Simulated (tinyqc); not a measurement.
Crystallisation kinetics and data retention of a phase-change cell: kissinger analysis.

Johnson-Mehl-Avrami-Kolmogorov law X = 1 - exp(-y^n), y = integral of k dt, k = (1/100 s) exp[-(Ec q/kB)(1/T - 1/T1)].

Tp is the temperature of the largest dX/dt on a ramp of rate b (b in K/min in the logarithm).

Parameters, values chosen for the exercise; values of the order of Ge-Sb-Te and related chalcogenides:
```
symbol,value,unit,meaning
Ec,1.93,eV,activation energy of crystallisation
T1,413,K,temperature at which the rate k is 1/(100 s)
n,4,,Avrami exponent
```

Constants: q = 1.602176634e-19 C, kB = 1.380649e-23 J/K. Results are converted to the units shown.

Result of one run:

| b (K/min) | Tp (K) | q/kB Tp (1/eV) | ln(b/Tp^2) | X at the peak |
|---|---|---|---|---|
| 50 | 431.62 | 26.886 | -8.2231 | 0.62875 |

What becomes of these results when the heating rate b is changed from 50 to 20 K/min, all else the same?

Result of the changed run:

| b (K/min) | Tp (K) | q/kB Tp (1/eV) | ln(b/Tp^2) | X at the peak |
|---|---|---|---|---|
| 20 | 424.40 | 27.344 | -9.1056 | 0.62880 |

The whole series:

| b (K/min) | Tp (K) | q/kB Tp (1/eV) | ln(b/Tp^2) | X at the peak |
|---|---|---|---|---|
| 0.5 | 397.57 | 29.188 | -12.664 | 0.62900 |
| 1 | 402.36 | 28.841 | -11.995 | 0.62897 |
| 2 | 407.25 | 28.495 | -11.326 | 0.62893 |
| 5 | 413.91 | 28.036 | -10.442 | 0.62888 |
| 10 | 419.09 | 27.690 | -9.7736 | 0.62884 |
| 20 | 424.40 | 27.344 | -9.1056 | 0.62880 |
| 50 | 431.62 | 26.886 | -8.2231 | 0.62875 |
| 100 | 437.24 | 26.540 | -7.5558 | 0.62871 |

Tp rises from 398 to 437 K. The slope of ln(b/Tp^2) against q/kB Tp between the end rows is -1.929 eV, against Ec = 1.93 eV, and X at the peak stays near 1 - 1/e = 0.632 (0.629 to 0.629).

Range of the model: One Arrhenius rate is assumed; incubation, growth from the boundary and the non-Arrhenius kinetics of the supercooled liquid are left out.

Numbers from tinyqc (`OMP_NUM_THREADS=1 python tinyqc.py 2490127 2490128 out.jsonl`; about 0.02 s on one thread of a shared Intel Xeon 2.30GHz).
